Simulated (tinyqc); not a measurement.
# Changing the valence weight f_v of the site orbital

Model: deep trap from a strong local potential in a two-band host (Koster-Slater model with semi-elliptic bands). Computed by tinyqc, a small Python program. Command: `OMP_NUM_THREADS=1 python tinyqc.py 3027707 3027708 out.jsonl deeptrap sweep`. One thread of a shared host (Intel(R) Xeon(R) Processor @ 2.30GHz), about 0.03 s of CPU time with the checks.

The valence band spans -2 W_v to 0 and the conduction band E_g to E_g + 2 W_c. The orbital at the impurity site has weight f_v in the valence band and 1 - f_v in the conduction band, each spread as a semi-ellipse (2/(pi W^2)) sqrt(W^2 - x^2) about the band centre. The impurity adds U to this orbital. Spin is left out.

Inputs (values chosen for the exercise, with a gap close to that of GaP):
```
quantity,value,unit
gap E_g,2.28,eV
half-width of the valence band W_v,4.8,eV
half-width of the conduction band W_c,2.3,eV
impurity potential U,-24.8,eV
```

Impurity: attractive, donor-like.

Method:
- In the gap G(E) = f_v (2/W_v^2)[x - sqrt(x^2 - W_v^2)] - (1 - f_v)(2/W_c^2)[y - sqrt(y^2 - W_c^2)], x = E + W_v, y = E_g + W_c - E.
- G falls across the gap from G(0) to G(E_g). A repulsive U binds if U > 1/G(0), an attractive one if U < 1/G(E_g); the vacancy level (U infinite) solves G(E) = 0 (bisection).
- The trap level solves G(E) = 1/U (bisection). With D = -dG/dE = D_v + D_c, D_v = f_v (2/W_v^2)[x/sqrt(x^2 - W_v^2) - 1] and D_c = (1 - f_v)(2/W_c^2)[y/sqrt(y^2 - W_c^2) - 1], the weight on the impurity orbital is 1/(U^2 D) and the conduction-band character is D_c/D.

One run for each value:
```
valence weight f_v of the site orbital,vacancy level (eV),trap level E_t (eV),repulsive threshold (eV),attractive threshold (eV)
0.38,0.0164,0.2510,76.077,-2.0953
0.43,0.1558,0.5130,21.888,-2.3494
0.48,0.3788,0.8008,12.783,-2.6736
0.52,0.5923,1.0368,9.591,-3.0054
0.57,0.8850,1.3292,7.310,-3.5573
0.62,1.1932,1.6094,5.905,-4.3574
0.67,1.5042,1.8670,4.953,-5.6219
0.72,1.8035,2.0870,4.266,-7.9204
```

Over the rows, vacancy level (eV) rises from 0.0164 to 1.80 (exponent d ln y / d ln x 18 between the first rows and 2.5 between the last); trap level E_t (eV) rises from 0.251 to 2.09 (exponent d ln y / d ln x 5.8 between the first rows and 1.5 between the last); repulsive threshold (eV) falls from 76.1 to 4.27 (exponent d ln y / d ln x -10 between the first rows and -2.1 between the last). More valence weight in the site orbital pushes the zero of G, the vacancy level, up the gap. Left out: 0.280, 0.330 (the vacancy level lies outside the gap).

Extremes, crossings and ranges named in words are read from the listed rows.
